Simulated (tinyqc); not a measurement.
Worked calculation: carrier statistics of a doped semiconductor with parabolic bands. Values are carried at full precision from step to step, so a last printed digit may differ when a step is redone from the rounded ones.

Constants: kB = 8.617333262e-05 eV/K; hbar^2/2m0 = 3.80998211 eV angstrom^2.

Parameters, chosen for this exercise (near those of GaAs; shifted at random, so the results belong to these values and not to a real crystal):
```
symbol  value     unit    meaning
Eg0     1.522     eV      gap at 0 K
al      0.000569  eV/K    Varshni alpha
be      210       K       Varshni beta
T       77        K
ml      0.0682    m0      longitudinal electron mass
mt      0.0682    m0      transverse electron mass
Mv      1                 equivalent valleys
mhh     0.527     m0      heavy-hole mass
mlh     0.0789    m0      light-hole mass
ND      9.6e+15   1/cm^3  donors
NA      1.3e+18   1/cm^3  acceptors
ED      0.00591   eV      donor level below Ec
EA      0.025     eV      acceptor level above Ev
```

## Gap and thermal energy

Eg(T) = Eg0 - al T^2/(T + be) (Varshni).

Eg = 1.510245 eV
kT = 0.0066353 eV

The gap has shrunk by 11.8 meV from 0 K and is 227.6 kT wide.

## Effective densities of states

m_de = Mv^(2/3) (ml mt^2)^(1/3); m_dh = (mhh^(3/2) + mlh^(3/2))^(2/3); N = 2 (m kB T/(4 pi c))^(3/2) with c = hbar^2/2m0, in 1/angstrom^3; times 1e24 for 1/cm^3.

m_de = 0.0682 m0
m_dh = 0.5472 m0
Nc = 5.81169e+16 1/cm^3
Nv = 1.32068e+18 1/cm^3

The light holes supply 5.5 % of Nv, and Nc/Nv = 0.044.

## Intrinsic density and level

With Boltzmann statistics ni = sqrt(Nc Nv) exp(-Eg/2kT) and Ei = Eg/2 + (kT/2) ln(Nv/Nc), counted from Ev.

ni = 1.04e-32 1/cm^3
Ei = 0.7655 eV

Ei lies 10.4 meV above midgap, towards the band with the smaller density of states.

## Neutrality by bisection

Energies are counted from Ev, so Ec = Eg. n = Nc F_1/2((EF - Eg)/kT), p = Nv F_1/2(-EF/kT), ND+ = ND/(1 + 2 exp((EF - Eg + ED)/kT)), NA- = NA/(1 + 4 exp((EA - EF)/kT)); neutrality asks p + ND+ = n + NA-. F_j(eta) = (1/Gamma(j + 1)) integral_0^infinity x^j dx/(1 + exp(x - eta)), which tends to exp(eta) for eta << 0.

Start from the bracket [-0.2 eV, Eg + 0.2 eV]; at the midpoint EF take the sign of p + ND+ - n - NA-; where it is positive EF must rise. Fourteen steps are shown.

Bisection (eV, 1/cm^3):
```
step       low     high        EF         n         p       ND+       NA-  sign
1     -0.20000  1.71025   0.75512  2.19e-33  4.97e-32  9.60e+15  1.30e+18     -
2     -0.20000  0.75512   0.27756  1.21e-64     0.899  9.60e+15  1.30e+18     -
3     -0.20000  0.27756   0.03878  2.85e-80  3.82e+15  9.60e+15  8.66e+17     -
4     -0.20000  0.03878  -0.08061  4.37e-88  4.24e+19  9.60e+15  3.98e+10     +
5     -0.08061  0.03878  -0.02091  3.53e-84  6.30e+18  9.60e+15  3.21e+14     +
6     -0.02091  0.03878   0.00893  3.17e-82  3.16e+17  9.60e+15  2.82e+16     +
7      0.00893  0.03878   0.02386  3.00e-81  3.59e+16  9.60e+15  2.26e+17     -
8      0.00893  0.02386   0.01639  9.76e-82  1.08e+17  9.60e+15  8.32e+16     +
9      0.01639  0.02386   0.02013  1.71e-81  6.26e+16  9.60e+15  1.39e+17     -
10     0.01639  0.02013   0.01826  1.29e-81  8.24e+16  9.60e+15  1.08e+17     -
11     0.01639  0.01826   0.01733  1.12e-81  9.46e+16  9.60e+15  9.48e+16     +
12     0.01733  0.01826   0.01779  1.20e-81  8.83e+16  9.60e+15  1.01e+17     -
13     0.01733  0.01779   0.01756  1.16e-81  9.14e+16  9.60e+15  9.79e+16     +
14     0.01756  0.01779   0.01768  1.18e-81  8.98e+16  9.60e+15  9.95e+16     -
```

Each step halves the bracket, which is 0.233 meV wide at the last row.

## The neutral state

Solve the neutrality condition for EF to convergence.

EF = 0.0177 eV
n = 1.18e-81 1/cm^3
p = 8.99e+16 1/cm^3
ND+ = 9.60e+15 1/cm^3
NA- = 9.95e+16 1/cm^3

The material is p-type; 7.7 % of the acceptors are ionised. EF lies 2.66 kT inside the gap from the valence edge, so the Fermi integral is needed; n p/(Nc Nv exp(-Eg/kT)) = 0.976.

## Checks

- F_1/2(1) by the trapezoid rule against adaptive quadrature: both 1.575641.
- Positive against negative charge at the solution (1/cm^3): both 9.94777e+16.

Computed by tinyqc, a small Python program: `OMP_NUM_THREADS=1 python tinyqc.py 1681960 1681961 out.jsonl` (the numbers bound the seed that draws the inputs); one thread of a shared host (Intel(R) Xeon(R) Processor @ 2.30GHz), about 0.01 s for the whole set of steps.
